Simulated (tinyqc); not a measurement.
Interface traps from C-V curves, high-low and Terman methods: two steps of the calculation.

MOS capacitor on an n-type substrate; psi is the band bending, negative in depletion; only majority carriers are counted. At the bending psi the Fermi level lies y = xi - psi below the conduction edge at the surface, xi = Vt ln(Nc/Nd). Dit(y) = D0 + D1 exp(-y/E1); traps fill up to the Fermi level, follow the bias and a slow signal, and do not follow a fast one. V is the gate voltage from flat band.

Constants: q = 1.602176634e-19 C. Results are converted to the units shown.

Problem 1. High-low extraction. q Dit = (1/C_LF - 1/Cox)^(-1) - (1/C_HF - 1/Cox)^(-1) at each point.

```
point  C_HF (nF/cm^2)  C_LF (nF/cm^2)
0           25.419718       38.620505
1           27.292568       41.795086
2           29.659418       46.001603
3           32.783676       51.703545
4           37.166901       59.651008
5           43.863216       71.160704
6           55.287534       88.774212
7           77.151097       117.69758
```

Cox = 690.62665 nF/cm^2

Wanted: Dit by high-low.

Solution 1.

Dit by high-low, point 0 to 7 (cm^-2 eV^-1): 9.0608e10  1.0031e11  1.1418e11  1.3401e11  1.6234e11  2.0283e11  2.6071e11  3.4342e11

Problem 2. Terman extraction. psi at each point follows from C_HF and the ideal curve. Dit = (Cox/q) d(V - V0)/dpsi by central differences over the two neighbours.

```
point      psi (V)       V0 (V)        V (V)
0      -0.42000000  -0.44979408  -0.46857043
1      -0.36642857  -0.39409990  -0.41169344
2      -0.31285714  -0.33822876  -0.35449455
3      -0.25928571  -0.28212743  -0.29685831
4      -0.20571429  -0.22570981  -0.23860966
5      -0.15214286  -0.16882229  -0.17946793
6      -0.09857143  -0.11115675  -0.11894332
7      -0.04500000  -0.05201691  -0.05607995
```

Cox = 690.62665 nF/cm^2

Give: Dit by Terman.

Solution 2.

Dit by Terman, point 1 to 6 (cm^-2 eV^-1): 1.0100e11  1.1517e11  1.3542e11  1.6436e11  2.0572e11  2.6483e11

The differences overstate the curved tail; the largest error is 1.6 %, at point 6.

tinyqc, about 0.01 s, one thread, Intel Xeon 2.30GHz (shared host): `OMP_NUM_THREADS=1 python tinyqc.py 2030130 2030131 out.jsonl`
